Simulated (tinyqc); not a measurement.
The diagram with and without ligand: potential-pH (Pourbaix) lines of a metal, its cation, its oxide and an oxyanion, with a complexing ligand. Computed by tinyqc, a small Python program. Command: `OMP_NUM_THREADS=1 python tinyqc.py 3028824 3028825 out.jsonl pourb walk`. One thread of a shared host (Intel(R) Xeon(R) Processor @ 2.30GHz), about 0.02 s of CPU time with the checks.

Potentials are against the standard hydrogen electrode; solids and water have unit activity; dG_f of M, H+ and the electron is zero; F = e N_A and s = R T ln(10)/F. The cation carries z = 2.

Inputs (values chosen for the exercise, modelled on tin):
```
quantity                                      value    unit
dG_f of the cation                              -27  kJ/mol
dG_f of the oxide                           -251.58  kJ/mol
dG_f of the oxyanion                        -311.74  kJ/mol
dG_f of water                               -237.14  kJ/mol
temperature T                                298.15       K
log10 of the dissolved activity a                -3       -
log10 of the stability constant beta of ML       10       -
pKa of HL                                       7.4       -
total ligand c_L                              0.035   mol/L
```

Species: M, M2+, MO, MO2(2-).

Constants: R = 8.314462618 J/(mol K); e = 1.602176634e-19 C; N_A = 6.02214076e+23 1/mol.

Method. M2+ + 2e = M; MO + 2H+ + 2e = M + H2O; MO2(2-) + 4H+ + 2e = M + 2H2O. For each, E0 = -dG/(z F), and E = E0 + (s/z) log10 a - (s n_H/z) pH, with no activity term for the oxide. The free ligand is c_L/(1 + 10^(pKa - pH)) (ligand in excess); dissolved metal is a in all, so the free cation is a/alpha, alpha = 1 + beta [L]; the cation line drops by (s/z) log10 alpha.

E0 (V): cation -0.139918, oxide -0.074830, oxyanion 0.842304

s = 0.0591593 V

Lines against the metal (V); the species with the lowest line is stable above it:
```
pH    cation     oxide  oxyanion  stable above  cation with ligand  stable above, ligand
0   -0.22866  -0.07483   0.75357        cation            -0.26339             dissolved
2   -0.22866  -0.19315   0.51693        cation            -0.32167             dissolved
4   -0.22866  -0.31147   0.28029         oxide            -0.38081             dissolved
5   -0.22866  -0.37063   0.16197         oxide            -0.41035             dissolved
6   -0.22866  -0.42979   0.04365         oxide            -0.43947             dissolved
7   -0.22866  -0.48895  -0.07467         oxide            -0.46525                 oxide
8   -0.22866  -0.54810  -0.19298         oxide            -0.47851                 oxide
9   -0.22866  -0.60726  -0.31130         oxide            -0.48107                 oxide
10  -0.22866  -0.66642  -0.42962         oxide            -0.48136                 oxide
12  -0.22866  -0.78474  -0.66626         oxide            -0.48139                 oxide
14  -0.22866  -0.90306  -0.90290         oxide            -0.48139                 oxide
```

What does the comparison show, and why?

Without ligand the oxide holds 9 of the eleven rows (pH 4 to 14), with it 6 (pH 7, 8, 9, 10, 12, 14). The ligand acts once beta [L] exceeds 1, from pH = pKa - log10(beta c_L) = -1.1 on, that is in all rows; its line then falls by at most s/z per pH unit and flattens beyond pKa, 0.253 V below the free cation at most. The oxide line falls faster, by s per pH unit, so the oxide takes over again at higher pH.

Extremes, crossings and ranges named in words are read from the listed rows.
